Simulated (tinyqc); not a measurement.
p-n heterojunction, non-linear Poisson equation by Newton steps, Boltzmann statistics: course of the Newton iteration.

One dimension, material 1 (p-type) at x < 0 and material 2 (n-type) at x > 0. Band edges: Ec = -psi in material 1 and -psi + dEc in material 2, Ev = Ec - Eg. Flat quasi-Fermi levels: 0 for holes, +V for electrons. n = Nc F((EFn - Ec)/Vt), p = Nv F((Ev - EFp)/Vt), with F(eta) = exp(eta) (Boltzmann statistics); full ionisation, no interface charge, classical densities; the doping types are chosen for the exercise.

a_i = eps0 eps_r/h_i for the interval from node i to i + 1, with h_i = x_(i+1) - x_i in cm.

Start: psi_L on the nodes of material 1 and psi_R on those of material 2.

n_i = Nc F(a_n), a_n = (V - Ec_i)/Vt; p_i = Nv F(a_p), a_p = (Ec_i - Eg)/Vt; rho_i = p_i - n_i + C_i with C = -N1 or +N2; g_i = (n_i + p_i)/Vt. Box widths w_i = (h_(i-1) + h_i)/2 in cm. Residual F_i = a_i (psi_(i+1) - psi_i) - a_(i-1) (psi_i - psi_(i-1)) + q rho_i w_i; Jacobian: a_(i-1) and a_i beside the diagonal, b_i = -a_(i-1) - a_i - q g_i w_i on it. The two end nodes are fixed.

Solve the tridiagonal system a_(i-1) d_(i-1) + b_i d_i + a_i d_(i+1) = -F_i for nodes 1 to 10, with d = 0 on fixed nodes. If the largest |d| exceeds 4 Vt, the whole step is scaled down so that it equals 4 Vt.

Stop when the largest undamped |d| is below 1e-9 V, or after 12 iterations.

Values chosen for this exercise; band and dielectric values those of a made-up pair: temperature T = 350 K; band gap of material 1 Eg1 = 1.7 eV; relative permittivity of material 1 er1 = 14.3; conduction-band density of states of material 1 Nc1 = 6.09e17 cm^-3; valence-band density of states of material 1 Nv1 = 1.16e19 cm^-3; band gap of material 2 Eg2 = 1.27 eV; relative permittivity of material 2 er2 = 13.6; conduction-band density of states of material 2 Nc2 = 8.44e17 cm^-3; valence-band density of states of material 2 Nv2 = 1.61e19 cm^-3; conduction-band offset Ec2 - Ec1 dEc = -0.41 eV; acceptor density of material 1 N1 = 8.6e16 cm^-3; donor density of material 2 N2 = 1.3e16 cm^-3; bias of side 1 against side 2 V = -2.4 V.

Constants: q = 1.602176634e-19 C, kB = 1.380649e-23 J/K, Vt = kB T/q, eps0 = 8.8541878128e-14 F/cm where lengths are in cm. Results are converted to the units shown.

| node | x (nm) | material |
|---|---|---|
| 0 | -253 | 1 |
| 1 | -195 | 1 |
| 2 | -145 | 1 |
| 3 | -103 | 1 |
| 4 | -67.3 | 1 |
| 5 | -36.9 | 1 |
| 6 | -11 | 1 |
| 7 | 11 | 2 |
| 8 | 63.1 | 2 |
| 9 | 186 | 2 |
| 10 | 479 | 2 |
| 11 | 1170 | 2 |

| interval | eps_r |
|---|---|
| 0 | 14.3 |
| 1 | 14.3 |
| 2 | 14.3 |
| 3 | 14.3 |
| 4 | 14.3 |
| 5 | 14.3 |
| 6 | 13.9412 |
| 7 | 13.6 |
| 8 | 13.6 |
| 9 | 13.6 |
| 10 | 13.6 |

psi_L = -1.55208 V
psi_R = 1.86413 V

Course of the iteration:

| iteration | largest \|F\| (C/cm^2) | largest \|d\| (V) | at node |
|---|---|---|---|
| 1 | 1.92e-6 | 1.66 | 7 |
| 2 | 1.80e-6 | 2.24 | 7 |
| 3 | 1.70e-6 | 2.34 | 7 |
| 4 | 1.62e-6 | 2.29 | 7 |
| 5 | 1.53e-6 | 2.16 | 7 |
| 6 | 1.45e-6 | 2.02 | 7 |
| 7 | 1.36e-6 | 1.89 | 7 |
| 8 | 1.27e-6 | 1.79 | 7 |
| 9 | 1.19e-6 | 1.74 | 7 |
| 10 | 1.10e-6 | 1.73 | 7 |
| 11 | 1.03e-6 | 1.65 | 7 |
| 12 | 9.52e-7 | 1.53 | 7 |

Did this iteration meet its convergence test, and what does its course show?

No. Not converged within 12 iterations. Every late step is cut to 4 Vt = 0.121 V while the full step still asks for 1.53 V: the cap is too tight for the distance left. A rerun with full Newton steps from the same start converges in 7 iterations.

tinyqc, about 0.04 s, one thread, Intel Xeon 2.30GHz (shared host): `OMP_NUM_THREADS=1 python tinyqc.py 2040130 2040131 out.jsonl`
